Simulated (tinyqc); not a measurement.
Order-disorder in a binary alloy on two sublattices: Bragg-Williams and pair (quasi-chemical) approximations: one step, computed by the program tinyqc. Command: `OMP_NUM_THREADS=1 python tinyqc.py 3006579 3006580 out.jsonl order walk`. One thread of a shared host (Intel(R) Xeon(R) Processor @ 2.30GHz), about 0.01 s of CPU time with the checks.

All z = 6 neighbours of a site lie on the other sublattice. B fills the sublattices with x + eta/2 and x - eta/2; energies are per site, from the pure components: u = -z w y with y the probability of an A-B bond taken in one order.

Question. Short-range order at the Bragg-Williams T_c. Quasi-chemical disordered state, with T here the Bragg-Williams T_c and not the input T: y^2/[(1 - x - y)(x - y)] = exp(2 w/(k_B T)) =: E, so y = 2 x (1 - x)/(1 + r), r = sqrt(1 - 4 x (1 - x)(1 - 1/E)); Warren-Cowley alpha = 1 - y/(x (1 - x)); u = -z w y.

Inputs (values chosen for the exercise, for a model alloy): ordering energy w = (e_AA + e_BB)/2 - e_AB = 35.1 meV; fraction x of B = 0.46.

Lattice: simple cubic (z = 6).

T_c, Bragg-Williams = 1214.135 K

Constants: k_B = 8.617333262e-05 eV/K.

Give: bond probability y; alpha of the disordered state at the Bragg-Williams T_c; energy of the disordered state.

Answer.

bond probability y = 0.2893

alpha of the disordered state at the Bragg-Williams T_c = -0.1647

energy of the disordered state = -60.93 meV/site

Short-range order already holds 19 % of the full ordering energy z w x^2, counted from the random alloy at -z w x (1 - x); Bragg-Williams puts none there.
